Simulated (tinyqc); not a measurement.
Worked calculation: Hueckel theory of the pi electrons with the omega technique, for the molecule c1ccc2c(c1)ccc1ccccc12 (SMILES; centres numbered as the heavy atoms are written). One step of it, computed by the program tinyqc.

Problem. Energy, charges, bond orders. E = sum n x; q_r = z_r - P_rr; bond order p = P_rs; free valence = sqrt(3) - sum of p over the bonds of the atom.

x values: [2.434764, 1.950627, 1.516274, 1.305800, 1.142384, 0.769052, 0.605225, -0.605225, -0.769052, -1.142384, -1.305800, -1.516274, -1.950627, -2.434764]

occupations: [2.000000, 2.000000, 2.000000, 2.000000, 2.000000, 2.000000, 2.000000, 0.000000, 0.000000, 0.000000, 0.000000, 0.000000, 0.000000, 0.000000]

charge and bond-order matrix P, order 1C, 2C, 3C, 4C, 5C, 6C, 7C, 8C, 9C, 10C, 11C, 12C, 13C, 14C:
```
[[1.000000, 0.622780, 0.000000, -0.266090, 0.000000, 0.706814, -0.126441, 0.000000, 0.101577, 0.000000, -0.081763, 0.000000, 0.093617, 0.000000],
 [0.622780, 1.000000, 0.701565, 0.000000, -0.260841, 0.000000, 0.000000, 0.170778, 0.000000, -0.061240, 0.000000, 0.073095, 0.000000, -0.116857],
 [0.000000, 0.701565, 1.000000, 0.589957, 0.000000, -0.344875, 0.036377, 0.000000, -0.108897, 0.000000, 0.093617, 0.000000, -0.137380, 0.000000],
 [-0.266090, 0.000000, 0.589957, 1.000000, 0.542301, 0.000000, 0.000000, -0.243297, 0.000000, 0.045961, 0.000000, -0.116857, 0.000000, 0.460537],
 [0.000000, -0.260841, 0.000000, 0.542301, 1.000000, 0.575124, 0.505924, 0.000000, -0.170203, 0.000000, 0.101577, 0.000000, -0.108897, 0.000000],
 [0.706814, 0.000000, -0.344875, 0.000000, 0.575124, 1.000000, 0.000000, -0.195641, 0.000000, 0.081054, 0.000000, -0.061240, 0.000000, 0.045961],
 [-0.126441, 0.000000, 0.036377, 0.000000, 0.505924, 0.000000, 1.000000, 0.774659, 0.000000, -0.195641, 0.000000, 0.170778, 0.000000, -0.243297],
 [0.000000, 0.170778, 0.000000, -0.243297, 0.000000, -0.195641, 0.774659, 1.000000, 0.505924, 0.000000, -0.126441, 0.000000, 0.036377, 0.000000],
 [0.101577, 0.000000, -0.108897, 0.000000, -0.170203, 0.000000, 0.000000, 0.505924, 1.000000, 0.575124, 0.000000, -0.260841, 0.000000, 0.542301],
 [0.000000, -0.061240, 0.000000, 0.045961, 0.000000, 0.081054, -0.195641, 0.000000, 0.575124, 1.000000, 0.706814, 0.000000, -0.344875, 0.000000],
 [-0.081763, 0.000000, 0.093617, 0.000000, 0.101577, 0.000000, 0.000000, -0.126441, 0.000000, 0.706814, 1.000000, 0.622780, 0.000000, -0.266090],
 [0.000000, 0.073095, 0.000000, -0.116857, 0.000000, -0.061240, 0.170778, 0.000000, -0.260841, 0.000000, 0.622780, 1.000000, 0.701565, 0.000000],
 [0.093617, 0.000000, -0.137380, 0.000000, -0.108897, 0.000000, 0.000000, 0.036377, 0.000000, -0.344875, 0.000000, 0.701565, 1.000000, 0.589957],
 [0.000000, -0.116857, 0.000000, 0.460537, 0.000000, 0.045961, -0.243297, 0.000000, 0.542301, 0.000000, -0.266090, 0.000000, 0.589957, 1.000000]]
```

Centres:
```
centre  z_r, pi electrons of the neutral centre         h
1C                                            1  0.000000
2C                                            1  0.000000
3C                                            1  0.000000
4C                                            1  0.000000
5C                                            1  0.000000
6C                                            1  0.000000
7C                                            1  0.000000
8C                                            1  0.000000
9C                                            1  0.000000
10C                                           1  0.000000
11C                                           1  0.000000
12C                                           1  0.000000
13C                                           1  0.000000
14C                                           1  0.000000
```

Bonds:
```
i    j  k
1    2  1
2    3  1
3    4  1
4    5  1
5    6  1
5    7  1
7    8  1
8    9  1
9   10  1
10  11  1
11  12  1
12  13  1
13  14  1
6    1  1
14   9  1
14   4  1
```

Give: pi energy = 14 alpha + this times beta; pi charges; Bond orders and lengths from R = 1.517 - 0.180 p; free valence of the carbons; gap between the highest filled and the next level.

Solution.

pi energy = 14 alpha + this times beta = 19.448

pi charges: [0.000, 0.000, 0.000, 0.000, 0.000, 0.000, 0.000, 0.000, 0.000, 0.000, 0.000, 0.000, 0.000, 0.000]

Bond orders and lengths from R = 1.517 - 0.180 p (angstrom, C-C alone):
```
bond       p      R
1-2    0.623  1.405
2-3    0.702  1.391
3-4    0.590  1.411
4-5    0.542  1.419
5-6    0.575  1.413
5-7    0.506  1.426
7-8    0.775  1.378
8-9    0.506  1.426
9-10   0.575  1.413
10-11  0.707  1.390
11-12  0.623  1.405
12-13  0.702  1.391
13-14  0.590  1.411
6-1    0.707  1.390
14-9   0.542  1.419
14-4   0.461  1.434
```

free valence of the carbons: [0.402, 0.408, 0.441, 0.139, 0.109, 0.450, 0.451, 0.451, 0.109, 0.450, 0.402, 0.408, 0.441, 0.139]

gap between the highest filled and the next level = 1.210 |beta|
